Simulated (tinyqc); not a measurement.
# Resistance of a source-drain extension with a graded tip: two studies

y runs along the channel, the gate covers y > 0. The doping is N0 for y < y0 and N0 10^(-(y - y0)/la) beyond, uniform over the depth xj. Sheet conductance s(y) = q mu(N) max(N - Nch, 0) xj + (for y > 0) ma Cox Vo, with mu(N) = u0 + (u1 - u0)/(1 + (N/Nr)^au) and Cox = eps0 eox/tox. Current is taken as one-dimensional; depletion of the tip, spreading and the contact are left out. The metallurgical junction lies at yj, where N = Nch.

Inputs (values chosen for the exercise); mobility law close to that of holes in silicon:
- eox = 25.6 (relative permittivity of the gate insulator (close to zirconium oxide))
- tox = 9.3 nm (insulator thickness)
- N0 = 1.7e20 cm^-3 (active doping of the extension far from the gate)
- la = 4.1 nm/decade (lateral abruptness)
- y0 = -0.3 nm (position under the gate where the fall begins (gate edge at 0))
- xj = 24 nm (depth of the extension)
- Nch = 1.5e18 cm^-3 (channel doping)
- Ls = 16 nm (spacer length)
- Vo = 0.84 V (gate overdrive)
- ma = 92 cm^2/(V s) (mobility of the gate-induced layer)
- u1 = 470.5 cm^2/(V s) (mobility at low doping)
- u0 = 44.9 cm^2/(V s) (mobility at high doping)
- Nr = 2.23e17 cm^-3 (reference doping)
- au = 0.719 (exponent)
- Lg = 45 nm (gate length)

Constants: q = 1.602176634e-19 C, eps0 = 8.8541878128e-14 F/cm where lengths are in cm. Results are converted to the units shown.

Each table varies one quantity; the others keep the values above.

## Abruptness at a fixed junction position

R_spacer = integral of dy/s from -Ls to 0, R_ov from 0 to yj, R_channel = (Lg - 2 yj)/(ma Cox Vo), R_total = 2 R_spacer + 2 R_ov + R_channel. Electrical length L_eff = ma Cox dR_total/d(1/Vo); R_series = R_total - L_eff/(ma Cox Vo). y0 is moved with la so that yj stays at 8.1229 nm.

The same in every row: yj (nm) = 8.123; R_channel (ohm um) = 152.7.

Results:
```
la (nm/decade)  R_spacer (ohm um)  R_ov (ohm um)  R_total (ohm um)  L_eff (nm)  R_series (ohm um)
1                           5.094          6.241             175.3       29.78              17.23
2.3                         5.094          11.18             185.2       31.04              20.40
3.6                         5.094          16.12             195.1       32.31              23.56
6.1                         7.075          24.05             214.9       34.61              31.14
7.4                         10.29          26.74             226.7       35.62              37.62
8.7                         14.89          28.76             240.0       36.47              46.36
10                          20.70          30.33             254.7       37.18              57.32
```

Estimate the missing row, la = 4.9 nm/decade.

Computed row:
```
la (nm/decade)  R_spacer (ohm um)  R_ov (ohm um)  R_total (ohm um)  L_eff (nm)  R_series (ohm um)
4.9                         5.459          20.75             205.1       33.56              26.94
```

With this row back in the table: As la goes from 1 to 10 nm/decade, R_total rises from 175 to 255 ohm um, R_spacer rises from 5.09 to 20.7 ohm um and R_ov rises from 6.24 to 30.3 ohm um. R_total changes on average by 8.82 ohm um for each nm/decade. L_eff exceeds the metallurgical length by 1.02 nm in the first row and 8.43 nm in the last, since the gate also controls the lightly doped tips.

## Effect of the active doping of the extension far from the gate

Same model as above.

Effect of the active doping of the extension far from the gate:
```
N0 (cm^-3)  yj (nm)  R_spacer (ohm um)  R_ov (ohm um)  R_channel (ohm um)  R_total (ohm um)  L_eff (nm)  R_series (ohm um)
2e19          4.312              36.90          14.49               193.1             295.9       40.14              82.80
3.1e19        5.093              24.87          15.71               184.8             266.0       38.71              60.45
4.7e19        5.834              17.03          16.57               177.0             244.2       37.30              46.12
7.2e19        6.593              11.48          17.22               168.9             226.3       35.82              36.12
1.1e20        7.348              7.717          17.69               160.9             211.7       34.34              29.41
1.7e20        8.123              5.103          18.02               152.7             198.9       32.80              24.78
2.6e20        8.879              3.391          18.24               144.6             187.9       31.29              21.78
4e20          9.646              2.233          18.39               136.5             177.7       29.75              19.75
```

Read the table: what changes, and by how much?

As N0 goes from 2e19 to 4e20, R_total falls from 296 to 178 ohm um, L_eff falls from 40.1 to 29.8 nm and R_series falls from 82.8 to 19.7 ohm um.

Computed by the program tinyqc: `OMP_NUM_THREADS=1 python tinyqc.py 2282091 2282092 out.jsonl`, one thread of a shared Intel Xeon 2.30GHz, about 0.03 s for the whole run.
